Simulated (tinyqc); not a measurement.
Worked calculation: single-oscillator infrared dielectric function of a polar cubic crystal. Computed by tinyqc, a small Python program that keeps every step. Command: `OMP_NUM_THREADS=1 python tinyqc.py 3003567 3003568 out.jsonl infrared walk`. One thread of a shared host (Intel(R) Xeon(R) Processor @ 2.30GHz), about 0.01 s of CPU time with the checks. Intermediate numbers are printed to about 5 digits and carried at full precision; extremes and crossings named in words are read from the listed rows.

One ion pair, charges +Z* and -Z*, in a cell of volume Omega = a^3/4. Frequencies omega are given as wavenumbers (1/cm); eps_s is the static dielectric constant.

Inputs (values chosen for the exercise, modelled on lithium fluoride):

| quantity | value | unit |
|---|---|---|
| lattice constant a | 4.03 | angstrom |
| mass M_A | 6.94 | u |
| mass M_B | 19 | u |
| omega_TO | 308 | 1/cm |
| Born charge Z* | 1.05 | e |
| eps_inf | 1.96 | - |
| phonon damping gamma | 18 | 1/cm |
| probe frequency / omega_TO | 0.751 | - |
| eps_m of the surrounding medium | 3.9 | - |

Structure: rock salt. Free carriers: absent.

Constants: nu for 1 eV/(angstrom^2 u) = 15.6333042 THz; 1 THz = 33.35640952 1/cm; e^2/(4 pi eps_0) = 14.39964548 eV angstrom.

## LO frequency and static constant from the Born charge

mu = M_A M_B/(M_A + M_B); ionic plasma term W^2 = 4 pi Z*^2 (e^2/(4 pi eps_0))/(Omega mu) in eV/(angstrom^2 u), turned into 1/cm by W = 15.6333042 x 33.35640952 x sqrt(W^2); omega_LO^2 = omega_TO^2 + W^2/eps_inf; eps_s = eps_inf + W^2/omega_TO^2; Szigeti charge 3 Z*/(eps_inf + 2); longitudinal (Callen) charge Z*/eps_inf.

reduced mass mu = 5.0833 u

W = 807.61 1/cm

omega_LO = 653.94 1/cm

eps_s = 8.8354

Szigeti charge = 0.79545 e

Callen charge = 0.53571 e

omega_LO/omega_TO = 2.123; the ions supply 78 % of eps_s, as in a strongly ionic or soft-mode crystal.

## Optical constants at the probe frequency

eps(omega) = eps_inf + W^2/(omega_TO^2 - omega^2 - i gamma omega); n + i k = sqrt(eps) with k >= 0; R = |(n + i k - 1)/(n + i k + 1)|^2 at normal incidence from vacuum. omega is the probe ratio times omega_TO. Intensity decays over 1/(4 pi omega k); the loss function is Im(-1/eps).

omega = 231.308 1/cm

Re eps = 17.571

Im eps = 1.5715

n = 4.1960

k = 0.18726

reflectivity R = 0.37914

penetration depth of the intensity = 18.372 micrometre

loss function = 0.0050495

Re eps is positive and k is small against n: the wave propagates.

## Spectrum around the optical phonon

The loss function is Im(-1/eps).

Spectrum:

| omega (1/cm) | Re eps | Im eps | R | Im(-1/eps) |
|---|---|---|---|---|
| 154 | 11.113 | 0.35662 | 0.29014 | 0.0028845 |
| 262 | 26.056 | 4.3339 | 0.45594 | 0.0062118 |
| 299 | 62.547 | 59.689 | 0.67030 | 0.0079852 |
| 308 | 1.96 | 117.65 | 0.76937 | 0.0084977 |
| 394 | -8.6965 | 1.2518 | 0.91706 | 0.016216 |
| 481 | -2.7992 | 0.30188 | 0.90982 | 0.038083 |
| 585 | -0.67199 | 0.11204 | 0.85011 | 0.24140 |
| 654 | 0.0029221 | 0.069216 | 0.47560 | 14.422 |
| 667 | 0.098803 | 0.063840 | 0.25891 | 4.6135 |
| 693 | 0.26935 | 0.054722 | 0.099900 | 0.72435 |
| 752 | 0.57530 | 0.039825 | 0.019000 | 0.11975 |
| 981 | 1.2085 | 0.015298 | 0.0022493 | 0.010474 |
| 1630 | 1.7055 | 0.0029150 | 0.017602 | 0.0010022 |

R peaks among these rows at 394 per cm with 0.92 and is lowest, 0.002, at 981; far above omega_LO it tends to ((sqrt(eps_inf) - 1)/(sqrt(eps_inf) + 1))^2 = 0.028. Im eps is largest at 308 and the loss function at 654: absorption marks the TO mode and the loss function the LO mode. Re eps is negative in some rows, where R averages 0.89.

## Surface and particle modes

Without damping, eps(omega) = -x eps_m gives omega^2 = omega_TO^2 (eps_s + x eps_m)/(eps_inf + x eps_m): x = 1 for a flat surface at large wave vector, x = 2 for the dipole mode of a small sphere. The reflectivity R for light from vacuum (not from the medium eps_m) vanishes where eps = 1, omega^2 = omega_TO^2 (eps_s - 1)/(eps_inf - 1).

surface mode = 454.06 1/cm

sphere mode = 402.11 1/cm

zero of R = 879.93 1/cm

Both modes lie between omega_TO and omega_LO, at 42 % and 27 % of the way up.

## Phonon polaritons

Transverse waves without damping obey Q^2 = omega^2 eps(omega), Q = wave vector/(2 pi) in 1/cm: eps_inf omega^4 - (eps_inf omega_LO^2 + Q^2) omega^2 + Q^2 omega_TO^2 = 0.

Branches (1/cm):

| Q | lower branch | upper branch | Q/sqrt(eps_s) | Q/sqrt(eps_inf) |
|---|---|---|---|---|
| 92 | 30.83 | 656.5 | 31.0 | 65.7 |
| 270 | 87.86 | 676.1 | 90.8 | 192.9 |
| 550 | 162.33 | 745.4 | 185.0 | 392.9 |
| 920 | 225.05 | 899.3 | 309.5 | 657.1 |
| 1400 | 264.32 | 1165.2 | 471.0 | 1000.0 |
| 2300 | 290.09 | 1744.3 | 773.8 | 1642.9 |
| 4600 | 303.32 | 3336.4 | 1547.5 | 3285.7 |
| 9200 | 306.82 | 6596.8 | 3095.1 | 6571.4 |

The lower branch starts as light slowed by sqrt(eps_s) (0.996 of that line) and ends at 0.996 omega_TO; the upper starts at 1.004 omega_LO and ends at 1.004 of the light line with eps_inf. No branch lies between omega_TO and omega_LO.

Checks made by the program: Lyddane-Sachs-Teller relation eps_s/eps_inf = (omega_LO/omega_TO)^2 (relative difference below 1e-10).
